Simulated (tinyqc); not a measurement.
# Worked calculation: rectangular fin or nanosheet with a gate all round, subbands and threshold shift from confinement

Computed by the program tinyqc: `OMP_NUM_THREADS=1 python tinyqc.py 2350010 2350011 out.jsonl`, one thread of a shared Intel Xeon 2.30GHz, about 0.2 s for the whole run. Printed values are rounded.

Undoped body with a flat potential across it, hard walls, transport along x. Three valley pairs (g = 2 each) with the longitudinal mass along x, y or z. Non-parabolicity enters the subband edges through E (1 + al E) = gamma, so E = 2 gamma/(1 + sqrt(1 + 4 al gamma)); motion within a subband is taken as parabolic with the band-edge mass. Energies are counted from the bulk band edge.

Values chosen for this exercise; masses close to those of silicon:
```
symbol,value,unit,meaning
T,200,K,temperature
ml,0.898,m0,longitudinal mass
mt,0.19,m0,transverse mass
al,0.5,1/eV,non-parabolicity
t,5.8,nm,width (along y)
dl,0.3,nm,widening of the box by penetration into the insulator
H,34.8,nm,height (along z)
```

Constants: q = 1.602176634e-19 C, kB = 1.380649e-23 J/K, hbar = 1.054571817e-34 J s, m0 = 9.1093837015e-31 kg, Vt = kB T/q, hbar^2/(2 m0) = 0.0380998212 eV nm^2. Results are converted to the units shown.

## Lowest subbands

gamma = C pi^2 [a^2/(my (t + dl)^2) + b^2/(mz (H + dl)^2)], C = hbar^2/(2 m0). List the 6 lowest, labelled by valley axis and quantum numbers, with degeneracy g and N_k: N_k = g sqrt(2 mx m0 kB T/(pi hbar^2)).

| subband | E_k (eV) | g | N_k (cm^-1) |
|---|---|---|---|
| y1,1 | 0.0127782 | 2 | 3.30805e6 |
| y1,2 | 0.0175255 | 2 | 3.30805e6 |
| y1,3 | 0.0253888 | 2 | 3.30805e6 |
| y1,4 | 0.0362972 | 2 | 3.30805e6 |
| y2,1 | 0.0455815 | 2 | 3.30805e6 |
| y1,5 | 0.0501558 | 2 | 3.30805e6 |

## Threshold shift

Each subband has N_k = g sqrt(2 mx m0 kB T/(pi hbar^2)); without degeneracy n = exp(EF/Vt) sum N_k exp(-E_k/Vt). Classical value Nc times t H, Nc = sum over valleys of 2 g (m m0 kB T/(2 pi hbar^2))^1.5 with m = (mx my mz)^(1/3). Threshold shift dVT = Vt ln(classical value/sum N_k exp(-E_k/Vt)). Use the subbands listed.

| subband | shares (%) |
|---|---|
| y1,1 | 36.2425 |
| y1,2 | 27.5164 |
| y1,3 | 17.4360 |
| y1,4 | 9.2591 |
| y2,1 | 5.4027 |
| y1,5 | 4.1433 |

sum N_k exp(-E_k/Vt) = 4.34867e6 cm^-1
Nc = 1.47563e19 cm^-3
classical value = 2.97842e7 cm^-1
dVT = 33.1614 mV

With all subbands dVT = 25.58 mV. The lowest edge lies at 12.8 meV; dVT is larger than that, since sum N_k exp(-(E_k - E_1)/Vt) falls short of the classical value.
